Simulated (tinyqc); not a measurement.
Worked calculation: sputter depth profiling of a dopant layer: erosion rate, quantification and the mixing-roughness response. Computed by tinyqc, a small Python program that keeps every step. Command: `OMP_NUM_THREADS=1 python tinyqc.py 3003159 3003160 out.jsonl sims walk`. One thread of a shared host (Intel(R) Xeon(R) Processor @ 2.30GHz), about 0.01 s of CPU time with the checks. Intermediate numbers are printed to about 5 digits and carried at full precision; extremes and crossings named in words are read from the listed rows.

A rastered ion beam erodes silicon (49.94 atoms per nm^3). The measured profile is the true one convolved with a depth response.

Inputs (values chosen for the exercise, modelled on a dopant in silicon under an oxygen or caesium beam):
```
quantity                               value    unit
beam energy E                            0.6     keV
beam current                              64      nA
raster side                              250      um
sputter yield at 1 keV                   1.5       -
mixing length at 1 keV                   1.9      nm
roughness sigma                         0.43      nm
depth of the layer z0                     18      nm
sheet density Q                      3.8e+12  1/cm^2
relative sensitivity factor RSF      1.5e+21  1/cm^3
matrix count rate                     310000     1/s
background count rate                    1.3     1/s
counting time per point                    1       s
level that defines the junction C_B    6e+16  1/cm^3
```

True profile: delta layer.

Constants: e = 1.602176634e-19 C.

## Erosion and sensitivity

Scaling chosen for the exercise: yield Y = Y1 E^0.5, mixing length w = w1 E^0.5 (E in keV). Erosion rate = Y I/(e x raster^2 x density); depth step = rate x counting time; concentration = RSF x counts/matrix counts; detection limit = RSF x 3 sqrt(background x time)/(matrix rate x time).

yield Y = 1.1619

mixing length w = 1.4717 nm

erosion rate = 0.14870 nm/s

depth step = 0.14870 nm

detection limit = 1.6551e+16 1/cm^3

Caution: with so few background counts Poisson statistics, not 3 sqrt(N), set the true limit.

## Measured shape

Mixing alone turns a layer at z0 into (1/w) exp(-(z - z0 + w)/w) for z > z0 - w; roughness adds a Gaussian of width sigma. With x = z - z0 + w: g(x) = (1/(2w)) exp(sigma^2/(2 w^2) - x/w) erfc((sigma/w - x/sigma)/sqrt2), and its integral G(x) = (1/2) erfc(-x/(sigma sqrt2)) - w g(x). Measured: Q g(x), 1 nm = 1e-7 cm. Find the maximum, the full width at half maximum and the deep point where the profile falls to C_B; far down, the trailing edge decays by w ln(10) per decade.

depth of the maximum = 17.079 nm

peak concentration = 1.5542e+19 1/cm^3

full width at half maximum = 1.9804 nm

apparent junction depth = 25.516 nm

trailing slope = 3.3888 nm/decade

The true deep edge lies at 18 nm, so the junction appears 7.52 nm too deep.

## Moments

Convolution adds means and variances: the response has mean 0 (shift -w plus exponential mean w) and variance w^2 + sigma^2; a delta layer adds none.

centroid = 18 nm

standard deviation = 1.5333 nm

maximum minus centroid = -0.92138 nm

The centroid stays at the true position while the maximum lies nearer the surface, so depth is read from the centroid.

## Points of the profile

Counts = concentration x matrix rate x time/RSF + background x time; relative noise 1/sqrt(counts). Depths are z0 - w + k (w + sigma), k = -0.5, 0, 0.5, 1, 2, 3, 5, 8, 12.

Profile:
```
k     z (nm)  measured (1/cm^3)      counts  relative noise
-0.5  15.577         3.1613e+17  6.6634e+01         0.12250
0.0   16.528         1.0376e+19  2.1457e+03         0.02159
0.5   17.479         1.3734e+19  2.8397e+03         0.01877
1.0   18.430         7.4012e+18  1.5309e+03         0.02556
2.0   20.332         2.0329e+18  4.2144e+02         0.04871
3.0   22.233         5.5839e+17  1.1670e+02         0.09257
5.0   26.037         4.2128e+16  1.0007e+01         0.31612
8.0   31.742         8.7302e+14  1.4804e+00         0.82188
12.0  39.349         4.9692e+12  1.3010e+00         0.87671
```

## Beam energy: resolution against speed

Width = full width at half maximum; the apparent junction is the deep point where the profile falls to C_B; time to profile to twice z0 = 2 z0/erosion rate, at fixed current.

Measured values:
```
E (keV)  w (nm)  peak (1/cm^3)  width (nm)  apparent junction (nm)  time (min)
0.15     0.7359     2.2597e+19      1.4550                  22.363      8.0700
0.25     0.9500     1.9972e+19      1.6058                  23.324      6.2510
0.50     1.3435     1.6439e+19      1.8877                  24.996      4.4201
1.00     1.9000     1.3149e+19      2.2913                  27.186      3.1255
2.00     2.6870     1.0259e+19      2.8627                  30.025      2.2101
4.00     3.8000     7.8367e+18      3.6661                  33.665      1.5627
8.00     5.3740     5.8838e+18      4.7936                  38.274      1.1050
```

From the highest to the lowest energy the width goes from 4.79 to 1.45 nm, towards the floor set by roughness, 2.355 sigma = 1.01 nm, and the junction error from 20.3 to 4.36 nm, at 7.3 times the time. Extrapolating the tail slope to zero energy separates mixing from real diffusion. Caution: the surface transient, segregation under the beam and the growth of roughness with depth are left out, and real yields fall faster near the sputter threshold.

Checks made by the program: dose under the measured profile (relative difference below 1e-10).
